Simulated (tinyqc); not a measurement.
From results back to parameters: carrier statistics of a doped semiconductor with parabolic bands. Five cases, with inputs chosen for the exercise.

Problem. With Boltzmann statistics and no minority carriers, n (n + NA)/(ND - NA - n) = K(T) = (N(T)/2) exp(-E/kB T), E the ionisation energy of the majority dopant and N = 2 (m kB T/(4 pi c))^(3/2) with c = hbar^2/2m0, in 1/angstrom^3; times 1e24 for 1/cm^3, m = m_d. The density below was computed from a hidden E.

Constants: hbar^2/2m0 = 3.80998211 eV angstrom^2; kB = 8.617333262e-05 eV/K.

Case 1.

Values chosen (near those of AlAs; the results hold for these values, not for the real material): ND = 2.1e+17 1/cm^3 (donors); NA = 6.3e+12 1/cm^3 (acceptors); m_d = 0.759 m0 (density-of-states mass of the majority band); Ta = 109 K.

n(Ta) = 1.3290e+16 1/cm^3

Case 2.

Values chosen (near those of Si; the results hold for these values, not for the real material): ND = 4.1e+14 1/cm^3 (donors); NA = 1.7e+12 1/cm^3 (acceptors); m_d = 1.041 m0 (density-of-states mass of the majority band); Ta = 53 K.

n(Ta) = 1.0765e+14 1/cm^3

Case 3.

Values chosen (near those of GaN; the results hold for these values, not for the real material): ND = 2.8e+16 1/cm^3 (donors); NA = 1.5e+16 1/cm^3 (acceptors); m_d = 0.205 m0 (density-of-states mass of the majority band); Ta = 30 K.

n(Ta) = 7.4975e+12 1/cm^3

Case 4.

Values chosen (near those of Si; the results hold for these values, not for the real material): ND = 8.6e+15 1/cm^3 (donors); NA = 4.6e+15 1/cm^3 (acceptors); m_d = 1.024 m0 (density-of-states mass of the majority band); Ta = 55 K.

n(Ta) = 1.0548e+14 1/cm^3

Case 5.

Values chosen (near those of Ge; the results hold for these values, not for the real material): ND = 1.3e+17 1/cm^3 (donors); NA = 1.4e+16 1/cm^3 (acceptors); m_d = 0.549 m0 (density-of-states mass of the majority band); Ta = 12 K.

n(Ta) = 3.7446e+12 1/cm^3

Find: K(Ta); E.

Solution. The left side gives K; then E = kB T ln(N/(2 K)).

Case 1.

K(Ta) = 8.98e+14 1/cm^3
E = 0.0715 eV

Case 2.

K(Ta) = 3.92e+13 1/cm^3
E = 0.0463 eV

Case 3.

K(Ta) = 8.66e+12 1/cm^3
E = 0.0216 eV

Case 4.

K(Ta) = 1.27e+14 1/cm^3
E = 0.0426 eV

Case 5.

K(Ta) = 4.52e+11 1/cm^3
E = 0.0118 eV

Computed by tinyqc, one run a case: `OMP_NUM_THREADS=1 python tinyqc.py N N+1 out.jsonl` with N = 1681288, 1681321, 1681341, 1681666, 1681694; one thread of a shared Intel(R) Xeon(R) Processor @ 2.30GHz, about 0.01 s a run at most.
